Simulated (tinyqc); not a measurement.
Inside a calculation: deformation-potential model of the X valleys of a conduction band. Values are carried at full precision from step to step, so a last printed digit may differ when a step is redone from the rounded ones.

s11 = (C11 + C12)/((C11 - C12)(C11 + 2 C12)), s12 = -C12/((C11 - C12)(C11 + 2 C12)), s44 = 1/C44; exx = s11 sxx + s12 (syy + szz) and cyclic, exy = s44 sxy/2; tension is positive. A uniaxial stress X along the unit vector n is s_ij = X n_i n_j.

Constants: kB = 8.617333262e-05 eV/K; hbar^2/2m0 = 3.80998211 eV angstrom^2.

Inputs chosen for the exercise (near those of AlAs; the results hold for these values, not for the real material): C11 = 127.1 GPa; C12 = 53.5 GPa; C44 = 54.6 GPa; load = uniaxial [110] (kind of stress); X = 0.12 GPa (stress); Xd = 0.97 eV (dilation potential); Xu = 5.6 eV (uniaxial potential); T = 200 K (temperature); ml = 1.081 m0 (longitudinal mass); mt = 0.2 m0 (transverse mass).

## Strain from a uniaxial [110] stress

Form the compliances and the strain.

s11, s12, s44 (1/TPa): 10.4819  -3.1051  18.3150

strain tensor:
```
          x         y          z
x  0.000443  0.000549   0.000000
y  0.000549  0.000443   0.000000
z  0.000000  0.000000  -0.000373
```

## Valley shifts

Valleys with axes along x, y and z, one whole valley each. Herring-Vogt shift of a valley with unit axis a: dE = Xd tr(e) + Xu a.e.a. Non-degenerate shares n_i = exp(-dE_i/kT)/sum_j exp(-dE_j/kT). Inverse mass tensor of a valley: (1 - a a)/mt + a a/ml; the masses are taken as independent of strain.

Apply the Herring-Vogt formula to each valley.

Xd tr(e) = 0.50 meV

a.e.a: x 0.000443, y 0.000443, z -0.000373

shifts dE (meV): x 2.98, y 2.98, z -1.59

The lowest valley is z, 4.6 meV below the highest; the mean shift over all valleys is (Xd + Xu/3) tr(e) = 1.45 meV.

## Shares of the electrons

Boltzmann factors of the shifts.

kT = 17.235 meV

shares: x 0.3027, y 0.3027, z 0.3945

effective number of valley axes, 1/(largest share) = 2.535

## Conductivity mass tensor

With one scattering time for all valleys the conductivity goes as M = sum_i n_i (inverse mass tensor of valley i); along the unit vector u, 1/m_c = u.M.u. Without stress 1/m_c = (1/ml + 2/mt)/3. Take u along [001].

M (1/m0):
```
       x      y      z
x  3.766  0.000  0.000
y  0.000  3.766  0.000
z  0.000  0.000  3.392
```

m_c along [001] = 0.2948 m0
m_c without stress = 0.2746 m0

The repopulation alone changes the mobility along [001] by -6.8 %; with all electrons in the valleys lightest or heaviest along this direction it would change by +37 or -75 %.

## Effective density of states

Each of the 3 whole valleys has m_d = (ml mt^2)^(1/3) and N = 2 (m_d kT/(4 pi c))^(3/2), c = hbar^2/2m0. Counted from the lowest edge, Nc = N x sum_i exp(-(dE_i - dE_min)/kT). 1 angstrom^-3 = 1e24 cm^-3.

m_d = 0.3510 m0
N of one valley = 2.840e+18 cm^-3
Nc under stress = 7.199e+18 cm^-3
Nc without stress = 8.521e+18 cm^-3

## Piezoresistance from repopulation

For small stress d(rho)/rho = pi X. For valleys on the cube axes pi11 = -(2/3) Xu (s11 - s12)/kT x (K - 1)/(2K + 1), pi12 = -pi11/2, pi44 = 0, K = ml/mt. For stress along [110]: pi_l = (pi11 + pi12 + pi44)/2 with the current along it and pi_t = (pi11 + pi12 - pi44)/2 with the current along [1-10]. 1/GPa = 100 x 1e-11/Pa.

K = 5.405

pi11, pi12, pi44 (1e-11/Pa): -109.8  54.9  0.0

pi_l, pi_t for [110] (1e-11/Pa): -27.4  -27.4

Only the transfer between valleys is counted; changes of mass and of intervalley scattering add to it in a real crystal.

## Checks

- Conductivity mass at zero stress against 3/(1/ml + 2/mt): both 0.2745978.
- Piezoresistance coefficients by finite differences against the closed form: largest difference 3.0e-08.

(tinyqc, `OMP_NUM_THREADS=1 python tinyqc.py 1050793 1050794 out.jsonl`, Intel(R) Xeon(R) Processor @ 2.30GHz, 1 thread, shared host, about 0.03 s.)
